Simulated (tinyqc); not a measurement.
Inside a calculation. Method: ROHF in the 3-21g basis, for H3, spin multiplicity 2. One step of it, computed by the program tinyqc.

Question. Iteration 2: diagonalisation and new density. Diagonalise F' = X^T F X, C = X C', fill 2 alpha and 1 beta electrons from the bottom; D(s) = C_occ C_occ^T. Each column has its largest component positive (the first on a tie).

effective F (hartree):
```
           1H 1s      1H 2s      2H 1s      2H 2s      3H 1s      3H 2s
1H 1s   0.014330  -0.546722  -0.491214  -0.520078  -0.493808  -0.521475
1H 2s  -0.546722  -0.458686  -0.503052  -0.485883  -0.505057  -0.486969
2H 1s  -0.491214  -0.503052   0.040838  -0.543079  -0.407349  -0.462382
2H 2s  -0.520078  -0.485883  -0.543079  -0.437526  -0.462891  -0.462324
3H 1s  -0.493808  -0.505057  -0.407349  -0.462891   0.038984  -0.544174
3H 2s  -0.521475  -0.486969  -0.462382  -0.462324  -0.544174  -0.438958
```

X:
```
           1H 1s      1H 2s      2H 1s      2H 2s      3H 1s      3H 2s
1H 1s   1.253256  -0.493409  -0.067383   0.031154  -0.067831   0.031229
1H 2s  -0.493409   1.960241   0.027162  -0.563662   0.027288  -0.564947
2H 1s  -0.067383   0.027162   1.249596  -0.491140  -0.040801   0.024099
2H 2s   0.031154  -0.563662  -0.491140   1.891842   0.024151  -0.482480
3H 1s  -0.067831   0.027288  -0.040801   0.024151   1.249671  -0.491172
3H 2s   0.031229  -0.564947   0.024099  -0.482480  -0.491172   1.892917
```

Give: F' = X^T F X; orbital energies; coefficients C; D(alpha) after iteration 2; D(beta) after iteration 2.

Answer.

F' = X^T F X (hartree):
```
         1        2        3        4        5        6
1   0.6385  -0.5839  -0.3112  -0.1020  -0.3139  -0.1034
2  -0.5839   0.2774  -0.0927  -0.1716  -0.0943  -0.1725
3  -0.3112  -0.0927   0.6601  -0.6536  -0.1995  -0.0566
4  -0.1020  -0.1716  -0.6536   0.3046  -0.0565  -0.1489
5  -0.3139  -0.0943  -0.1995  -0.0565   0.6587  -0.6526
6  -0.1034  -0.1725  -0.0566  -0.1489  -0.6526   0.3032
```

orbital energies (hartree): MO1 -0.7679, MO2 0.0256, MO3 0.1700, MO4 0.8285, MO5 1.2860, MO6 1.3004

coefficients C:
```
          MO1      MO2      MO3      MO4      MO5      MO6
1H 1s  0.2751  -0.0022   0.1800   0.7828   0.0280  -1.0505
1H 2s  0.1987  -0.0132   1.5455  -0.6883  -0.0337   1.3495
2H 1s  0.2472   0.2366  -0.1035   0.5756   0.9391   0.6850
2H 2s  0.1789   1.1607  -0.7696  -0.4171  -1.2562  -0.8054
3H 1s  0.2485  -0.2332  -0.1067   0.5800  -0.9684   0.6394
3H 2s  0.1824  -1.1457  -0.7962  -0.4245   1.2907  -0.7430
```

D(alpha) after iteration 2:
```
        1H 1s   1H 2s    2H 1s    2H 2s    3H 1s    3H 2s
1H 1s  0.0757  0.0547   0.0675   0.0467   0.0689   0.0527
1H 2s  0.0547  0.0397   0.0460   0.0202   0.0525   0.0514
2H 1s  0.0675  0.0460   0.1171   0.3189   0.0062  -0.2260
2H 2s  0.0467  0.0202   0.3189   1.3793  -0.2263  -1.2972
3H 1s  0.0689  0.0525   0.0062  -0.2263   0.1162   0.3125
3H 2s  0.0527  0.0514  -0.2260  -1.2972   0.3125   1.3458
```

D(beta) after iteration 2:
```
        1H 1s   1H 2s   2H 1s   2H 2s   3H 1s   3H 2s
1H 1s  0.0757  0.0547  0.0680  0.0492  0.0684  0.0502
1H 2s  0.0547  0.0395  0.0491  0.0355  0.0494  0.0362
2H 1s  0.0680  0.0491  0.0611  0.0442  0.0614  0.0451
2H 2s  0.0492  0.0355  0.0442  0.0320  0.0445  0.0326
3H 1s  0.0684  0.0494  0.0614  0.0445  0.0618  0.0453
3H 2s  0.0502  0.0362  0.0451  0.0326  0.0453  0.0333
```
